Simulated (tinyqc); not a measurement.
Inside a calculation. Method: lattice vibrations of a chain. One step of it, computed by the program tinyqc.

Task: Frequencies. omega^2 are the eigenvalues; wavenumber = 521.4708 sqrt(eigenvalue) 1/cm.

D(q) (eV/(angstrom^2 u)):
```
[[0.493812, -0.584006, 0.060566+0.235888i],
 [-0.584006, 1.609137, -0.249581],
 [0.060566-0.235888i, -0.249581, 0.434783]]
```

Give: eigenvalues; wavenumbers; weights |e|^2 of the mass-weighted modes.

Result:

eigenvalues: [0.0855, 0.5429, 1.9093]

wavenumbers (1/cm): [152.5, 384.2, 720.6]

weights |e|^2 of the mass-weighted modes, order atom 1, atom 2, atom 3:
```
[[0.5633, 0.2841, 0.1526],
 [0.0998, 0.0864, 0.8137],
 [0.3369, 0.6295, 0.0336]]
```
